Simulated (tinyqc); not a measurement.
Gain factor and gap resistance from two string resistances.

Question. At small bit-line voltage each of the 64 cells has the resistance 1/(K x) at overdrive x (no mobility reduction) in series with a gap resistance Rg. Find K, Rg and the share of the gaps at the higher overdrive.

resistance of a string of 64 equal cells at overdrives of 3.4 and 8.6 V (kohm): 1459.7020  700.92403

Solution. The resistance per cell is a straight line in 1/x with slope 1/K and intercept Rg.

K = 15.00 uA/V^2
Rg = 3.200 kohm
share of the gaps = 29.22 %

Computed by the program tinyqc: `OMP_NUM_THREADS=1 python tinyqc.py 2142109 2142110 out.jsonl`, one thread of a shared Intel Xeon 2.30GHz, about 0.6 s for the whole run.
